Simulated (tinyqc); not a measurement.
Empirical pseudopotential in a few plane waves, step by step. Computed by tinyqc, a small Python program that keeps every step. Settings: plane-wave index or count = 15. Command: `OMP_NUM_THREADS=1 python tinyqc.py 29956 29957 out.jsonl` (the two numbers bound the seeds that draw the settings). One thread of a shared host (Intel(R) Xeon(R) Processor @ 2.60GHz), about 0.2 s of CPU time with the checks.

## Bloch Hamiltonian at k

Parameters chosen for this model: fcc lattice, atoms at +/- a/8 (1,1,1); form factors in rydberg at |G|^2 in units of (2 pi/a)^2:
```
parameter                 value      unit
a                      6.430000  angstrom
VS(3)                 -0.257000        Ry
VS(8)                  0.049000        Ry
VS(11)                 0.030000        Ry
VA(3)                         0        Ry
VA(4)                         0        Ry
VA(11)                        0        Ry
hbar^2/2m (2 pi/a)^2   3.637983        eV
```

k point k (2 pi / a): -0.080000  -0.390000  -0.470000

Basis: the 15 shortest G (labels in 2 pi/a), the same at every k. H(G,G') = c |k + G|^2 delta + VS(|G-G'|^2) cos((G-G').tau) + i VA sin((G-G').tau), tau = a/8 (1,1,1); 1 Ry = 13.605693 eV.

H(k) at k (eV):
```
           +0+0+0     -1-1-1     -1-1+1     -1+1-1     -1+1+1     +1-1-1     +1-1+1     +1+1-1
+0+0+0   1.380251   2.472514  -2.472514  -2.472514  -2.472514  -2.472514  -2.472514  -2.472514
-1-1-1   2.472514  19.133610   0.000000   0.000000  -0.666679   0.000000  -0.666679  -0.666679
-1-1+1  -2.472514   0.000000  12.294201   0.666679   0.000000   0.666679   0.000000   0.000000
-1+1-1  -2.472514   0.000000   0.666679  13.458356   0.000000   0.666679   0.000000   0.000000
-1+1+1  -2.472514  -0.666679   0.000000   0.000000   6.618947   0.000000   0.666679   0.666679
+1-1-1  -2.472514   0.000000   0.666679   0.666679   0.000000  17.969455   0.000000   0.000000
+1-1+1  -2.472514  -0.666679   0.000000   0.000000   0.666679   0.000000  11.130046   0.666679
+1+1-1  -2.472514  -0.666679   0.000000   0.000000   0.666679   0.000000   0.666679  12.294201
+1+1+1   2.472514   0.000000  -0.666679  -0.666679   0.000000  -0.666679   0.000000   0.000000
-2+0+0   0.000000  -2.472514  -2.472514  -2.472514   2.472514   0.288620  -0.288620  -0.288620
+0-2+0   0.000000  -2.472514  -2.472514   0.288620  -0.288620  -2.472514   2.472514  -0.288620
+0+0-2   0.000000  -2.472514   0.288620  -2.472514  -0.288620  -2.472514  -0.288620   2.472514
+0+0+2   0.000000  -0.288620   2.472514  -0.288620  -2.472514  -0.288620  -2.472514   0.288620
+0+2+0   0.000000  -0.288620  -0.288620   2.472514  -2.472514  -0.288620   0.288620  -2.472514
+2+0+0   0.000000  -0.288620  -0.288620  -0.288620   0.288620   2.472514  -2.472514  -2.472514

           +1+1+1     -2+0+0     +0-2+0     +0+0-2     +0+0+2     +0+2+0     +2+0+0
+0+0+0   2.472514   0.000000   0.000000   0.000000   0.000000   0.000000   0.000000
-1-1-1   0.000000  -2.472514  -2.472514  -2.472514  -0.288620  -0.288620  -0.288620
-1-1+1  -0.666679  -2.472514  -2.472514   0.288620   2.472514  -0.288620  -0.288620
-1+1-1  -0.666679  -2.472514   0.288620  -2.472514  -0.288620   2.472514  -0.288620
-1+1+1   0.000000   2.472514  -0.288620  -0.288620  -2.472514  -2.472514   0.288620
+1-1-1  -0.666679   0.288620  -2.472514  -2.472514  -0.288620  -0.288620   2.472514
+1-1+1   0.000000  -0.288620   2.472514  -0.288620  -2.472514   0.288620  -2.472514
+1+1-1   0.000000  -0.288620  -0.288620   2.472514   0.288620  -2.472514  -2.472514
+1+1+1   5.454792  -0.288620  -0.288620  -0.288620  -2.472514  -2.472514  -2.472514
-2+0+0  -0.288620  17.096339   0.666679   0.666679  -0.666679  -0.666679   0.000000
+0-2+0  -0.288620   0.666679  21.607439   0.666679  -0.666679   0.000000  -0.666679
+0+0-2  -0.288620   0.666679   0.666679  22.771593   0.000000  -0.666679  -0.666679
+0+0+2  -2.472514  -0.666679  -0.666679   0.000000   9.092776   0.666679   0.666679
+0+2+0  -2.472514  -0.666679   0.000000  -0.666679   0.666679  10.256930   0.666679
+2+0+0  -2.472514   0.000000  -0.666679  -0.666679   0.666679   0.666679  14.768030
```

## Levels at k

Diagonalise the Hermitian matrix.

eigenvalues (eV): -1.975446  2.397623  5.249306  5.918968  9.652588  11.229314  11.728400  12.287764  13.249733  15.950598  18.104903  19.311486  21.284471  23.127898  27.809361

## Bands along a path

The same steps at evenly spaced points between the labelled ones.

Bands along the path (eV), lowest eight:
```
k            band 1    band 2    band 3    band 4    band 5     band 6     band 7     band 8
L         -1.313194  1.339494  5.984644  5.984644  8.788468  11.236540  11.236540  16.467949
L-G 0.20  -1.765605  1.875249  5.956384  5.956384  8.687018  11.097907  11.097907  14.878581
L-G 0.40  -2.287239  2.838590  6.045963  6.045963  8.680019  11.006916  11.006916  13.052345
L-G 0.60  -2.707589  4.039603  6.215479  6.215479  8.615524  10.772251  10.772251  11.471342
L-G 0.80  -2.971774  5.377207  6.393037  6.393037  8.092340  10.417033  10.417033  10.486210
G         -3.061377  6.472716  6.472716  6.472716  7.200872  10.247271  10.247271  10.247271
G-X 0.20  -2.941576  5.258283  6.263934  6.263934  8.422165  10.122646  10.663247  10.663247
G-X 0.40  -2.583745  3.826815  5.846179  5.846179  9.631084   9.875765  11.698490  11.698490
G-X 0.60  -1.992650  2.495109  5.481852  5.481852  9.712310   9.844884  13.082046  13.082046
G-X 0.80  -1.176321  1.295002  5.292131  5.292131  9.493970   9.764796  14.689078  14.689078
X         -0.145925  0.251540  5.327863  5.327863  9.227103  10.105881  16.478623  16.478623
```

With 4 band(s) filled, the highest filled level on these points lies at G and the lowest empty one at G: a gap of 0.7282 eV, direct. This holds for the small fixed basis; with all plane waves up to |k + G|^2 = 21 (2 pi/a)^2 the gap along the path is 1.40 eV.

## Convergence with the number of plane waves

Levels at G counted from the fourth one.

Levels (eV):
```
plane waves     level 1   level 5   level 8
9            -13.308648         0  2.666716
15            -9.534093  0.728157  3.774555
27            -8.977790  1.286388  3.186684
51            -8.962908  1.411164  3.293452
59            -8.991777  1.438532  3.117876
65            -8.998717  1.438532  3.099432
89            -8.975059  1.420101  3.117969
```
